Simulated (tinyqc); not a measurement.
Worked calculation: plane-wave Kohn-Sham cycle with exchange-only LDA in a layered model solid. One step of it, computed by the program tinyqc.

Task: Iteration 1: potential. V_H(G) = 4 pi rho(G)/G^2 for G != 0 (uniform background); v_x = -(3 rho/pi)^(1/3); V = V_ext + V_H + v_x; Fourier components f(G_m) = (1/N) sum_j f(x_j) exp(-i G_m x_j).

A solid whose potential varies along x alone (atomic units):
```
parameter                      value
period a                   12.900000
cross-section of the cell  19.000000
electrons per cell                 4
grid points                       16
plane waves -n..n, n               2
k points                           4
V1 in V1 cos(2 pi x/a)     -0.410000
V2 in V2 cos(4 pi x/a)     -0.140000
```

density at the start, on the grid x_j = j a/N (e/bohr^3): [0.01631987, 0.01631987, 0.01631987, 0.01631987, 0.01631987, 0.01631987, 0.01631987, 0.01631987, 0.01631987, 0.01631987, 0.01631987, 0.01631987, 0.01631987, 0.01631987, 0.01631987, 0.01631987]

Give: Potentials on the grid; V(G_m), m = 0, 1, 2, ....

Result:

Potentials on the grid (hartree):
```
x        V_ext    V_H     v_x       V
0.000   -0.550  0.000  -0.250  -0.800
0.806   -0.478  0.000  -0.250  -0.728
1.613   -0.290  0.000  -0.250  -0.540
2.419   -0.058  0.000  -0.250  -0.308
3.225    0.140  0.000  -0.250  -0.110
4.031    0.256  0.000  -0.250   0.006
4.838    0.290  0.000  -0.250   0.040
5.644    0.280  0.000  -0.250   0.030
6.450    0.270  0.000  -0.250   0.020
7.256    0.280  0.000  -0.250   0.030
8.062    0.290  0.000  -0.250   0.040
8.869    0.256  0.000  -0.250   0.006
9.675    0.140  0.000  -0.250  -0.110
10.481  -0.058  0.000  -0.250  -0.308
11.287  -0.290  0.000  -0.250  -0.540
12.094  -0.478  0.000  -0.250  -0.728
```

V(G_m), m = 0, 1, 2, ... (hartree): [-0.250, -0.205, -0.070, 0.000, 0.000]
